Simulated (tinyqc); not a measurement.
# Worked calculation: hexagonal on-chip spiral inductor, lumped pi model

Program tinyqc, `OMP_NUM_THREADS=1 python tinyqc.py 2302138 2302139 out.jsonl`; Intel Xeon 2.30GHz, shared host, one thread, about 0.01 s. Printed values are rounded.

Outer diameter do = di + 2 n wd + 2 (n - 1) sp, mean da = (do + di)/2, fill p = (do - di)/(do + di), length l = 3.464 n da. L = 2.33 mu0 n^2 da/(1 + 3.82 p), mu0 = 4 pi 1e-7 H/m. Rs = rho l/(wd delta (1 - exp(-th/delta))), delta = sqrt(rho/(pi f mu0)). Cs = n wd^2 eps0 eo/hu across the coil. At each end Cox = l wd eps0 eo/(2 ho) leads to the substrate branch Rsi = 2 rs he/(l wd) in parallel with Csi = l wd eps0 11.7/(2 he). With one end grounded Y = 1/(Rs + i w L) + i w Cs + 1/[1/(i w Cox) + 1/(1/Rsi + i w Csi)], w = 2 pi f; Q = -Im Y/Re Y. Eddy currents in neighbouring turns and in the substrate are left out.

Values chosen for this exercise; values of the order met in silicon radio-frequency processes:
```
symbol,value,unit,meaning
n,2.5,,number of turns
wd,20,um,line width
sp,1.5,um,space between turns
di,40,um,inner diameter
th,0.9,um,metal thickness
rho,2.2,uohm cm,metal resistivity
ho,3.1,um,oxide below the coil
hu,0.7,um,oxide between coil and underpass
eo,4.1,,relative permittivity of the oxide
rs,20,ohm cm,substrate resistivity
he,50,um,effective spreading depth in the substrate
f,1.5,GHz,frequency
```

Constants: eps0 = 8.8541878128e-12 F/m. Results are converted to the units shown.

## Geometry and model elements

do, l, L, delta, Rs, Cs, Cox, Rsi and Csi as defined.

do = 144.5 um
l = 798.885 um
L = 0.533613 nH
delta = 1.92746 um
Rs = 1.22205 ohm
Cs = 51.8602 fF
Cox = 93.5524 fF
Rsi = 1251.74 ohm
Csi = 16.5519 fF

Rs is 1.25 times the direct-current value in this empirical form, which overstates the skin effect of a flat slab when delta is near th and so stands in for some current crowding.

## Admittance, quality factor and apparent inductance

Series branch 1/(Rs + i w L), substrate branch, total Y, Q = -Im Y/Re Y, apparent inductance Im(1/Y)/w, metal-only value w L/Rs, share of the loss in the substrate Re(substrate branch)/Re Y.

series branch = 45.623-187.754i mS
substrate branch = 0.362125+0.411330i mS
Y = 45.985-186.853i mS
Q = 4.06337
apparent inductance = 0.535415 nH
w L/Rs = 4.11536
share of the loss in the substrate = 0.787488 %

Q is 98.7 % of the metal-only value.
